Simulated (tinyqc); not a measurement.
Inside a calculation. Model: collinear exchange A + BC -> AB + C on a London-Eyring-Polanyi-Sato surface: saddle, string of images and rate. Computed by tinyqc, a small Python program that keeps every step. Command: `OMP_NUM_THREADS=1 python tinyqc.py 3112794 3112795 out.jsonl leps walk`. One thread of a shared host (Intel(R) Xeon(R) Processor @ 2.30GHz), about 0.04 s of CPU time with the checks. Intermediate numbers are printed to about 6 digits and carried at full precision; extremes and crossings named in words are read from the listed rows.

x = r(AB), y = r(BC), r(AC) = x + y. V is counted from separated atoms, the barrier from A + BC, that is V + D(BC).

Inputs (values chosen for the exercise, bond data loosely for abstraction of hydrogen from a Ge-H bond by a hydrogen atom; the barrier is not fitted): D(AB) = 4.68 eV; r0(AB) = 0.742 angstrom; beta(AB) = 1.94 1/angstrom; D(BC) = 3.64 eV; r0(BC) = 1.53 angstrom; beta(BC) = 1.45 1/angstrom; D(AC) = 3.67 eV; r0(AC) = 1.53 angstrom; beta(AC) = 1.45 1/angstrom; Sato parameter S = 0.057; mass of A = 1.008 u; mass of B = 1.008 u; mass of C = 72.6 u; temperature T = 900 K; step of the string = 0.015 angstrom^2/eV.

Constants: nu for 1 eV/(angstrom^2 u) = 15.6333042 THz; h x 1 THz = 4.135667696 meV; k_B = 1.380649e-23 J/K; u = 1.6605390666e-27 kg; k_B = 8.617333262e-05 eV/K.

## One point of the surface

For each pair, with u = exp(-beta (r - r0)): Q = D [(3 + S) u^2 - (2 + 6 S) u]/(4 (1 + S)), J = D [(1 + 3 S) u^2 - (6 + 2 S) u]/(4 (1 + S)); V = Q1 + Q2 + Q3 - sqrt(((J1 - J2)^2 + (J2 - J3)^2 + (J3 - J1)^2)/2). Take x = r0(AB) + 0.3 and y = r0(BC) + 0.1 angstrom.

Pair terms:
```
pair         u     Q (eV)    J (eV)
AB    0.558780  -0.392022  -3.37690
BC    0.865022   0.225184  -3.79887
AC    0.190920  -0.291400  -0.97618
```

V = -3.09538 eV

## Relaxing the string

String of 9 images between the fixed ends (r0(AB) + 2, r0(BC)) and (r0(AB), r0(BC) + 2), started on the two straight legs through (r0(AB) + 0.3, r0(BC) + 0.3): each iteration moves the inner images by -step x gradient (central differences) and spaces them evenly again along the broken line (coordinates are kept between 0.2 and 8 angstrom); stop when no coordinate changes by more than 1e-5 angstrom, at most 400 iterations.

Course:
```
iteration  highest inner image above A + BC (eV)  largest move (angstrom)
1                                       0.480342              4.59675e-02
2                                       0.458624              3.97189e-02
3                                       0.441713              3.13119e-02
4                                       0.428773              2.28352e-02
5                                       0.418720              1.56769e-02
6                                       0.410811              1.02798e-02
7                                       0.404582              8.91400e-03
...                                          ...                      ...
45                                      0.384628              2.20902e-05
46                                      0.384629              1.90578e-05
47                                      0.384630              1.64389e-05
48                                      0.384631              1.41778e-05
49                                      0.384632              1.22260e-05
50                                      0.384632              1.05417e-05
51                                      0.384633              9.08843e-06
```

Images at the end:
```
image  x (angstrom)  y (angstrom)  V + D(BC) (eV)
0           2.74200       1.53000        0.029765
1           2.29658       1.53342        0.068399
2           1.85128       1.54331        0.163458
3           1.41121       1.60787        0.384633
4           1.02242       1.82526        0.316795
5           0.78286       2.19703       -0.504492
6           0.74844       2.63916       -0.813206
7           0.74400       3.08457       -0.936178
8           0.74200       3.53000       -0.989781
```

last move = 9.08843e-06 angstrom

Converged in 51 iterations.

## Saddle by Newton steps

From the highest inner image, z -> z - H^-1 g with gradient g and Hessian H by central differences, steps capped at 0.15 angstrom, 12 steps.

The first seven points:
```
step        x        y  V + D(BC) (eV)  |g| (eV/angstrom)
0     1.41121  1.60787        0.384633        6.52985e-01
1     1.26547  1.64336        0.468620        4.29377e-01
2     1.14312  1.70525        0.483347        3.34168e-01
3     1.18585  1.69378        0.489549        2.27125e-02
4     1.18920  1.69333        0.489573        1.31649e-04
5     1.18922  1.69333        0.489573                  0
6     1.18922  1.69333        0.489573                  0
```

saddle (x, y) (angstrom): [1.18922, 1.69333]

barrier = 0.489573 eV

Hessian (eV/angstrom^2), rows x, y:
$$\begin{pmatrix}
-2.53822 & 6.45110 \\
6.45110 & 5.11647
\end{pmatrix}$$

The highest image lies 104.9 meV below the saddle. Stretches at the saddle: AB 0.447, BC 0.163 angstrom, for a reaction energy D(BC) - D(AB) = -1.04 eV: an early barrier for an exothermic step.

## Frequencies at the saddle

Wilson matrix G = [[1/m_A + 1/m_B, -1/m_B], [-1/m_B, 1/m_B + 1/m_C]]; eigenvalues lambda of G H give nu = 15.6333042 THz x sqrt(|lambda|), the negative one being imaginary. Reactant: nu_BC from k = 2 D beta^2 and 1/m_B + 1/m_C. Skew angle: cos = sqrt(m_A m_C/((m_A + m_B)(m_B + m_C))).

imaginary frequency = 62.7607 THz

real frequency at the saddle = 28.9408 THz

nu_BC = 61.3407 THz

skew angle = 45.3923 degrees

## Transition-state rate

One-dimensional rate constant without tunnelling, k = sqrt(k_B T/(2 pi mu)) [sinh(h nu_BC/(2 k_B T))/sinh(h nu_s/(2 k_B T))] exp(-barrier/(k_B T)) with mu = m_A (m_B + m_C)/(m_A + m_B + m_C); Wigner factor 1 + (h nu_i/(k_B T))^2/24; adiabatic barrier = barrier + h (nu_s - nu_BC)/2.

adiabatic barrier = 0.422575 eV

rate constant k = 576.029 cm/s

Wigner factor = 1.46669

## Rate against temperature

The formulas are those given above.

Rates; the last column is k_B T^2 d ln k/dT:
```
T (K)     k (cm/s)  Wigner factor  activation energy (eV)
300    5.08031e-03        5.20018                0.436668
400    3.56684e-01        3.36260                0.443484
550    1.24234e+01        2.24964                0.455478
750    1.68066e+02        1.67203                0.472063
1000   1.08001e+03        1.37802                0.491317
1400   5.73530e+03        1.19287                0.518143
2000   2.16253e+04        1.09450                0.552569
```

The activation energy goes from 0.437 eV at 300 K, near the adiabatic barrier plus k_B T/2 (0.436), to 0.553 eV at 2000 K; the classical limit is the barrier plus k_B T/2 (0.576).

Checks made by the program: V for A far away against -D(BC) (relative difference below 1e-10).
